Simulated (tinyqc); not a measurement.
A particle near a wafer in liquid: double-layer and van der Waals forces (DLVO), deposition barrier and removal: one step, computed by the program tinyqc. Command: `OMP_NUM_THREADS=1 python tinyqc.py 3112264 3112265 out.jsonl dlvo walk`. One thread of a shared host (Intel(R) Xeon(R) Processor @ 2.30GHz), about 0.01 s of CPU time with the checks.

Sphere and flat wall, Derjaguin approximation, constant potentials in the linear-superposition form, no retardation and no hydration force.

Problem. Screening. kappa^2 = 2 z^2 e^2 N_A (1000 c)/(eps eps_0 k_B T); gamma_i = tanh(z e psi_i/(4 k_B T)); Z = 64 pi eps eps_0 (k_B T/(z e))^2 gamma_1 gamma_2.

Inputs (values chosen for the exercise, of the order of those for silica on silicon in water): particle radius R = 79 nm; potential of the particle psi_1 = -53 mV; potential of the wafer psi_2 = -48 mV; salt concentration c = 0.00087 mol/L; valence z of the symmetric salt = 1; temperature T = 298 K; dielectric constant of the liquid = 78.4.

Constants: e = 1.602176634e-19 C; N_A = 6.02214076e+23 1/mol; eps_0 = 8.8541878128e-12 F/m; k_B = 1.380649e-23 J/K; k_B = 8.617333262e-05 eV/K.

Give: kappa; Debye length; gamma_1; gamma_2; Z; kappa R.

Solution.

kappa = 0.097046 1/nm

Debye length = 10.304 nm

gamma_1 = -0.47459

gamma_2 = -0.43601

Z = 19.045 pN

kappa R = 7.6666

Like signs: the double layers repel.
